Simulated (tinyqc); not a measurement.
Across the gap: metal-induced gap states at the contact of a metal chain and a two-band chain.

The semiconductor alternates sites A at -Eg/2 and C at +Eg/2 with hopping -t; the gap runs from -Eg/2 to Eg/2. In the gap cosh(q a) = 1 + (Eg^2/4 - E^2)/(2 t^2) and the amplitude changes by -exp(-q a) a period. The metal has site energy 0 and hopping -tm; its end site has g_m = (E - i sqrt(4 tm^2 - E^2))/(2 tm^2). Sites 1, 2, ... count into the semiconductor, with energies e1, e2 alternating. The clean half chain has g1 = 1/(E - e1 - t^2 g2), g2 = 1/(E - e2 - t^2 g1), decaying root. With the contact G11 = 1/(1/g1 - tc^2 g_m), and the density on site j is -Im G_jj/pi = |psi_j/psi_1|^2 (-Im G11/pi), per spin, with psi_2/psi_1 = -t g2, psi_3/psi_2 = -t g1.

Values chosen for the exercise (gap and optical dielectric constant near those of Ge; the chain itself is a model; shifted at random, so the results belong to these values and not to a real crystal): Eg = 0.63 eV (gap); t = 2.32 eV (hopping in the semiconductor); tm = 3.2 eV (hopping in the metal); tc = 2.36 eV (hopping across the contact); end = C (site that touches the metal); a = 4 angstrom (period (two sites); one chain for each area a^2).

E = f Eg. Share on C: the part of the summed density that lies on C sites, whose orbitals make the conduction edge.

Gap states:

| f | E (eV) | xi = 1/(2q) (angstrom) | D1 (1/eV) | D2 (1/eV) | sum (1/eV) | share on C |
|---|---|---|---|---|---|---|
| -0.48 | -0.302 | 52.61 | 0.0020 | 0.0952 | 1.3277 | 0.021 |
| -0.40 | -0.252 | 24.56 | 0.0101 | 0.0841 | 0.6272 | 0.108 |
| -0.30 | -0.189 | 18.42 | 0.0209 | 0.0749 | 0.4908 | 0.218 |
| -0.15 | -0.095 | 15.45 | 0.0389 | 0.0635 | 0.4491 | 0.380 |
| 0.00 | 0.000 | 14.74 | 0.0603 | 0.0526 | 0.4750 | 0.534 |
| 0.15 | 0.095 | 15.45 | 0.0863 | 0.0408 | 0.5572 | 0.679 |
| 0.30 | 0.189 | 18.42 | 0.1190 | 0.0267 | 0.7462 | 0.817 |
| 0.40 | 0.252 | 24.56 | 0.1461 | 0.0150 | 1.0717 | 0.907 |
| 0.48 | 0.302 | 52.61 | 0.1730 | 0.0034 | 2.4093 | 0.981 |

The decay length xi of the density is shortest at mid-gap, 14.74 angstrom, and grows to 52.6 near the edges. The summed density is least at f = -0.15 (0.4491) and largest at f = 0.48 (2.4093 1/eV). The share on C goes from 0.02 to 0.98 and passes one half near f = -0.033, a point that depends on which site ends the chain. The states turn from valence-like to conduction-like across the gap; the branch point, where the decay is fastest, lies at mid-gap in this symmetric chain and is the usual estimate of the neutrality level.

(tinyqc, `OMP_NUM_THREADS=1 python tinyqc.py 1481724 1481725 out.jsonl`, Intel(R) Xeon(R) Processor @ 2.30GHz, 1 thread, shared host, about 0.01 s.)
